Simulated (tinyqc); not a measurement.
MOSFET in the linear regime without short-channel effects, parameter extraction from computed curves: two steps of the calculation.

Inversion charge Q = Cox n Vt W0(exp((Vg - VT)/(n Vt))), W0 the Lambert function and n = nf; u = Q/Cox; mobility mu = mu0/(1 + th1 u + th2 u^2); channel resistance Rch = (L - dL)/(W mu Q); Id = Vd/(Rch + Rsd/W). Cox = eps0 eox/tox. Small Vd, no channel-length or drain effects.

Values chosen for this exercise; channel values of the order met in silicon transistors: temperature T = 77 K; relative permittivity of the gate insulator (close to hafnium oxide) eox = 22.5; insulator thickness tox = 22 nm; low-field mobility mu0 = 430 cm^2/(V s); first mobility attenuation factor th1 = 0.39 1/V; second mobility attenuation factor th2 = 0 1/V^2; threshold voltage VT = 0.35 V; body factor nf = 1.22; gate width W = 10 um; drawn gate length L = 1.7 um; drawn less effective length dL = 0.018 um; source plus drain resistance Rsd = 230 ohm um; drain voltage Vd = 0.01 V.

Constants: q = 1.602176634e-19 C, kB = 1.380649e-23 J/K, Vt = kB T/q, eps0 = 8.8541878128e-14 F/cm where lengths are in cm. Results are converted to the units shown.

Problem 1. Transfer curve. u, mu, Rch and Id as defined.

Vg, point 0 to 9 (V): 0.19  0.27  0.35  0.43  0.51  0.59  0.67  0.75  0.83  0.91

Wanted: u; mu; Rch; Id.

Solution 1.

```
point       u (V)  mu (cm^2/(V s))  Rch (ohm)     Id (uA)
0      2.1106e-11           430.00  2.0467e13  4.8860e-10
1       4.1332e-7           430.00   1.0451e9   9.5684e-6
2       0.0045911           429.23      94256     0.10607
3        0.063346           419.63     6987.7      1.4264
4         0.13710           408.18     3319.3      2.9920
5         0.21351           396.95     2191.6      4.5154
6         0.29100           386.17     1652.9      5.9671
7         0.36908           375.89     1338.9      7.3429
8         0.44752           366.10     1133.7      8.6452
9         0.52621           356.78     989.37      9.8778
```

Problem 2. The Y function. Y_i = Id_i/sqrt(gm_i). For Id = beta Vd x/(1 + th x), x = Vg - VT, Y = sqrt(beta Vd) x whatever th. Slope s from points 5 and 8; VT_Y = Vg - Y/s at point 8; beta = s^2/Vd; mobility beta L/(W Cox) with the drawn L; th* = (beta Vd x/Id - 1)/x at point 8.

```
point  Vg (V)        Id (uA)
0        0.19  4.8859564e-10
1        0.27   9.5684101e-6
2        0.35     0.10606800
3        0.43      1.4263999
4        0.51      2.9919502
5        0.59      4.5154169
6        0.67      5.9670501
7        0.75      7.3429259
8        0.83      8.6451939
9        0.91      9.8778137
```

gm, point 1 to 8 (uS): 0.66292502  8.9149393  18.036764  19.306357  18.594375  17.671931  16.738398  15.843049

Wanted: Y; s; VT_Y; beta; mobility from Y; th*.

Solution 2.

Y, point 1 to 8 (uA^0.5 V^0.5): 1.175e-5  0.03552  0.3359  0.6809  1.047  1.419  1.795  2.172
s = 4.687 uA^0.5 V^-0.5
VT_Y = 0.3666 V
beta = 2197 uA/V^2
mobility from Y = 412.4 cm^2/(V s)
th* = 0.3830 1/V

The mobility from Y is 5.1 % below mu0 L/(L - dL) = 435 cm^2/(V s), which it should reach in deep inversion when th2 = 0.

Program tinyqc, `OMP_NUM_THREADS=1 python tinyqc.py 2210022 2210023 out.jsonl`; Intel Xeon 2.30GHz, shared host, one thread, about 0.01 s.
